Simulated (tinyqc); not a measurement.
Eight-band Kane k.p model, step by step. Values are carried at full precision from step to step, so a last printed digit may differ when a step is redone from the rounded ones.

Constants: hbar^2/2m0 = 3.80998211 eV angstrom^2.

Values chosen for the exercise (near those of InAs; not measured data):
- Eg = 0.393 eV (gap at Gamma to the s-like level)
- Dso = 0.412 eV (spin-orbit splitting)
- Ep = 20.6 eV (Kane energy)
- me = 0.0248 m0 (electron mass at Gamma)
- g1 = 19.88 (Luttinger gamma1)
- g2 = 8.55 (gamma2)
- g3 = 9.12 (gamma3)
- k = (-0.012, 0.011, 0) 1/angstrom (wave vector)
- kmax = 0.1 1/angstrom (end of the path)

## Derived values

P = sqrt(Ep c); A = 1/me - Ep (Eg + 2 Dso/3)/(Eg (Eg + Dso)) keeps the electron mass; g1' = g1 - Ep/(3 Eg), g2' = g2 - Ep/(6 Eg), g3' = g3 - Ep/(6 Eg) remove the coupling to S that the Luttinger values already hold; L = -c (g1' + 4 g2'), M = -c (g1' - 2 g2'), N = -6 c g3'. c = hbar^2/2m0.

P = 8.8592 eV angstrom
A = -3.1523

g1', g2', g3': 2.4076  -0.1862  0.3838

L, M, N (eV angstrom^2): -6.3348  -10.5918  -8.7732

The coupling to the valence bands supplies 43.47, against 1/me = 40.32; A makes up the difference. The diagonal term in A bends towards the gap, so the set should be tested for spurious states at large k.

## The Hamiltonian at one k

Eight-band Kane model, basis S, X, Y, Z times spin, zero of energy at the top of the unstrained valence band, c = hbar^2/2m0. Within each spin: H_SS = Eg + A c k^2, H_SX = i P kx (likewise Y, Z), H_XX = -Dso/3 + L kx^2 + M (ky^2 + kz^2), H_XY = N kx ky, and cyclic. Spin-orbit term (Dso/3) L.sigma on X, Y, Z with (L_k)_ij = -i epsilon_kij: <X+|H|Y+> = -i Dso/3, <X+|H|Z-> = Dso/3, <Y+|H|Z-> = -i Dso/3, <Z+|H|X-> = -Dso/3, <Z+|H|Y-> = i Dso/3, <X-|H|Y-> = i Dso/3, and their conjugates; + and - are the spin along z. Terms from inversion asymmetry are left out, so every level is twofold.

Fill in the matrix.

H(k) (eV):
```
,S+,X+,Y+,Z+,S-,X-,Y-,Z-
S+,0.3898,-0.1063i,0.0975i,0,0,0,0,0
X+,0.1063i,-0.1395,0.0012-0.1373i,0,0,0,0,0.1373
Y+,-0.0975i,0.0012+0.1373i,-0.1396,0,0,0,0,-0.1373i
Z+,0,0,0,-0.1401,0,-0.1373,0.1373i,0
S-,0,0,0,0,0.3898,-0.1063i,0.0975i,0
X-,0,0,0,-0.1373,0.1063i,-0.1395,0.0012+0.1373i,0
Y-,0,0,0,-0.1373i,-0.0975i,0.0012-0.1373i,-0.1396,0
Z-,0,0.1373,0.1373i,0,0,0,0,-0.1401
```

## Levels and orbital character

Diagonalise H; the levels come in pairs. The weights are summed over spin and averaged over each pair.

levels, each twofold (eV): -0.4234  -0.0342  -0.0019  0.4300

weights:
```
,pair 1,pair 2,pair 3,pair 4
S,0.011,0.066,0.000,0.923
X,0.338,0.387,0.235,0.040
Y,0.335,0.355,0.276,0.034
Z,0.316,0.192,0.489,0.003
```

The conduction pair has 7.7 % valence character at this k; the valence pair with most S character is pair 2 (6.6 %).

## Bands along [111] and [100]

The same diagonalisation at six points |k| = 0, kmax/5, ..., kmax along each direction.

Levels (eV):
```
direction,|k| (1/angstrom),pair 1,pair 2,pair 3,pair 4
[111],0.000,-0.4120,0.0000,0.0000,0.3930
[111],0.020,-0.4294,-0.0494,-0.0025,0.4466
[111],0.040,-0.4902,-0.1415,-0.0100,0.5595
[111],0.060,-0.6079,-0.2173,-0.0225,0.6864
[111],0.080,-0.7755,-0.2688,-0.0400,0.8123
[111],0.100,-0.9754,-0.3087,-0.0625,0.9323
[100],0.000,-0.4120,0.0000,0.0000,0.3930
[100],0.020,-0.4292,-0.0483,-0.0042,0.4469
[100],0.040,-0.4867,-0.1410,-0.0169,0.5624
[100],0.060,-0.5938,-0.2246,-0.0381,0.6952
[100],0.080,-0.7450,-0.2898,-0.0678,0.8306
[100],0.100,-0.9251,-0.3469,-0.1059,0.9636
```

At kmax the conduction band lies 31.3 meV and the top valence band 43.4 meV apart between the two directions. k.p holds near Gamma; the zone edge lies near 1 1/angstrom.

## Masses at Gamma

m*/m0 = c h^2/(E(h) - E(0)) with |k| = h = 0.0001 1/angstrom; negative values are hole-like.

Masses (m0):
```
direction,pair 1,pair 2,pair 3,pair 4
[111],-0.091,-0.026,-0.610,0.025
[100],-0.091,-0.027,-0.360,0.025
```

Without strain the limits are known: me for pair 4, -1/(g1 -/+ 2 g2) for the heavy and light holes along [100], -1/(g1 -/+ 2 g3) along [111], and -1/(g1 - Ep Dso/(3 Eg (Eg + Dso))) = -0.091 for the split-off band.

## Checks

- Electron mass of the unstrained model by finite differences against the input me: both 0.02480.
- Heavy-hole mass along [100] against 1/(g1 - 2 g2): both 0.3597.
- Light-hole mass along [100] against 1/(g1 + 2 g2): both 0.02704.

Program tinyqc; command `OMP_NUM_THREADS=1 python tinyqc.py 1050931 1050932 out.jsonl`; about 0.09 s on one thread of a shared Intel(R) Xeon(R) Processor @ 2.30GHz.
